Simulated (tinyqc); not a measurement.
# Input admittance of a MOSFET at zero drain bias: distributed channel and distributed gate: effects of single changes

Source and drain grounded, strong inversion, w = 2 pi f, Cox = eps0 eox/tox. The channel is an RC line of resistance 1/(mu Cox Vo) per square fed from both ends, so one finger has the intrinsic admittance y = i w Cox L tanh(g)/g per width, g = (1/2) sqrt(i w tau), tau = L^2/(mu Vo). The vertical resistance rv/L is in series with y, the overlaps 2 i w Cov in parallel: y_t = 1/(1/y + rv/L) + 2 i w Cov. The gate strip is a line of Rsh/L per length loaded by y_t, so a finger has Y = y_t Wf tanh(k)/k, k = (Wf/sd) sqrt(y_t Rsh/L); the device has Nf Y.

Parameters, values chosen for the exercise; values of the order met in silicon radio-frequency transistors: relative permittivity of the gate insulator (close to hafnium oxide) eox = 22.4; insulator thickness tox = 13 nm; channel length L = 0.25 um; finger width Wf = 2.5 um; number of fingers Nf = 16; channel mobility mu = 250 cm^2/(V s); gate overdrive Vo = 0.68 V; sheet resistance of the gate Rsh = 28 ohm/square; vertical resistivity of the gate stack rv = 0 ohm um^2; number of ends at which a finger is contacted sd = 1; overlap and fringe capacitance on each side Cov = 0.38 fF/um; frequency f = 67 GHz.

Constants: eps0 = 8.8541878128e-14 F/cm where lengths are in cm. Results are converted to the units shown.

Each table varies one quantity; the others keep the values above.

## Input impedance against frequency

Low-frequency limits, with c = Cox L and ct = c + 2 Cov: R_strip = Rsh Wf/(3 sd^2 L Nf), R_ch = (c/ct)^2 L/(12 mu Cox Vo Wf Nf), R_vert = (c/ct)^2 rv/(L Wf Nf), C = ct Wf Nf. Z = 1/(Nf Y) = R + 1/(i w C), Q = |Im Z|/R, far-point signal |1/cosh k|.

The same in every row: low-frequency R (ohm) = 7.230.

Result of one run:
```
f (GHz)	w tau	|k|	R (ohm)	C (fF)	Q	signal at the far point
1	0.02310	0.1418	7.230	183.0	120.3	1.000
```

What becomes of these results when the frequency f is changed from 1 to 10 GHz, all else the same?

Result of the changed run:
```
f (GHz)	w tau	|k|	R (ohm)	C (fF)	Q	signal at the far point
10	0.2310	0.4485	7.227	182.8	12.05	0.9950
```

The whole series:
```
f (GHz)	w tau	|k|	R (ohm)	C (fF)	Q	signal at the far point
0.7	0.01617	0.1187	7.230	183.0	171.9	1.000
1	0.02310	0.1418	7.230	183.0	120.3	1.000
3	0.06930	0.2457	7.229	182.9	40.11	0.9996
7	0.1617	0.3752	7.228	182.9	17.20	0.9976
10	0.2310	0.4485	7.227	182.8	12.05	0.9950
30	0.6930	0.7760	7.204	181.3	4.061	0.9579
70	1.617	1.180	7.100	174.8	1.832	0.8185
100	2.310	1.402	6.983	167.8	1.358	0.7049
300	6.930	2.254	6.107	122.9	0.7071	0.3122
```

R falls from 7.23 to 6.11 ohm and C falls from 183 to 123 fF. Q goes as f^(-1.00) between the first two rows and f^(-0.59) between the last two, where w tau = 6.93 and |k| = 2.25. The low-frequency limits hold both R and C within 5 % up to f = 70 GHz among the rows.

## Effect of the gate overdrive

Same model as above.

Effect of the gate overdrive:
```
Vo (V)	w tau	|k|	R (ohm)	low-frequency R (ohm)	C (fF)	Q	signal at the far point
0.2	5.262	1.100	10.26	10.58	168.1	1.377	0.7728
0.35	3.007	1.139	8.368	8.546	173.5	1.636	0.7993
0.5	2.105	1.150	7.592	7.732	174.8	1.790	0.8170
0.65	1.619	1.154	7.172	7.294	175.3	1.889	0.8284
0.8	1.316	1.156	6.909	7.020	175.6	1.958	0.8362
0.95	1.108	1.158	6.729	6.833	175.7	2.009	0.8418
1.1	0.9568	1.159	6.598	6.696	175.8	2.048	0.8460
1.25	0.8419	1.159	6.498	6.593	175.9	2.079	0.8493
```

As Vo goes from 0.2 to 1.25, R falls from 10.3 to 6.50 ohm, C rises from 168 to 176 fF and Q rises from 1.38 to 2.08. Only the channel term depends on Vo.

tinyqc, about 0.01 s, one thread, Intel Xeon 2.30GHz (shared host): `OMP_NUM_THREADS=1 python tinyqc.py 2262060 2262061 out.jsonl`
